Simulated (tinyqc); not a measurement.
Size effects in the resistivity of thin metal films and interconnect lines. Changing the drawn line width w. Computed by tinyqc, a small Python program. Command: `OMP_NUM_THREADS=1 python tinyqc.py 3001108 3001109 out.jsonl size sweep`. One thread of a shared host (Intel(R) Xeon(R) Processor @ 2.30GHz), about 0.01 s of CPU time with the checks.

Electrons lose their drift at surfaces (a share 1 - p of the hits) and at grain boundaries (reflection R), besides bulk scattering. The line sits in a trench with a non-conducting liner on both walls and the bottom; the spacing equals the drawn width.

Inputs (values chosen for the exercise, modelled on copper): bulk resistivity rho_b = 1.72 microohm cm; bulk mean free path lambda = 41.3 nm; specularity p = 0.18; grain-boundary reflection R = 0.18; grain size over metal width = 1.2; aspect ratio (height over width) = 2.4; liner thickness t = 0.7 nm; line length = 5 micrometre; permittivity of the dielectric k = 3.9.

Geometry: line.

Constants: eps_0 = 8.8541878128e-12 F/m.

Method:
- Metal width w_m = w - 2t, height h_m = (aspect ratio) w - t, grain size D = (ratio) w_m.
- Mayadas-Shatzkes: alpha = (lambda/D) R/(1 - R); rho_b/rho = 1 - 3 alpha/2 + 3 alpha^2 - 3 alpha^3 ln(1 + 1/alpha).
- Fuchs-Sondheimer film: rho_b/rho = 1 - (3/(2 kappa))(1 - p) int_0^1 (s - s^3)(1 - exp(-kappa/s))/(1 - p exp(-kappa/s)) ds, f = rho/rho_b, kappa = thickness/lambda, 80 Gauss-Legendre points.
- Line: the excess of a film of thickness w_m and of a film of thickness h_m are added, rho/rho_b = 1 + (f(w_m) - 1) + (f(h_m) - 1), an estimate that holds best when both sides exceed lambda.
- Total: rho = rho_b [1 + surface excess + grain excess]; resistance per length rho/(w_m h_m); capacitance per length C = 2 k eps_0 (aspect ratio + 1/2), a parallel-plate estimate for two neighbours plus a fixed term for the planes above and below; delay 0.38 R C L^2; effective resistivity per drawn area.

One run for each value; columns: (1) drawn line width w (nm); (2) resistance per length (ohm/micrometre); (3) resistivity rho (microohm cm); (4) effective resistivity per drawn area (microohm cm); (5) rho/rho_b from surfaces; (6) rho/rho_b from grains:
```
(1)           (2)     (3)     (4)     (5)     (6)
6.0    1.8972e+03  11.956  16.392  4.7107  3.2407
9.3    4.7249e+02   8.070   9.808  3.3729  2.3189
14.0   1.4167e+02   5.873   6.664  2.5781  1.8363
22.0   4.0381e+01   4.334   4.691  2.0016  1.5181
34.0   1.2852e+01   3.390   3.566  1.6394  1.3313
53.0   4.2453e+00   2.771   2.862  1.3994  1.2117
81.0   1.5518e+00   2.393   2.444  1.2526  1.1385
130.0  5.3178e-01   2.129   2.157  1.1513  1.0864
190.0  2.3236e-01   1.995   2.013  1.1008  1.0592
300.0  8.8086e-02   1.892   1.903  1.0624  1.0376
```

What does the table show?

Over the rows, resistance per length (ohm/micrometre) falls from 1900 to 0.0881 (exponent d ln y / d ln x -3.2 between the first rows and -2.1 between the last); resistivity rho (microohm cm) falls from 12.0 to 1.89 (exponent d ln y / d ln x -0.90 between the first rows and -0.12 between the last); effective resistivity per drawn area (microohm cm) falls from 16.4 to 1.90 (exponent d ln y / d ln x -1.2 between the first rows and -0.12 between the last).

Caution (rows 6.00, 9.30): for lines much narrower than lambda adding the two film terms and the grain term underestimates the resistivity.

Extremes, crossings and ranges named in words are read from the listed rows.
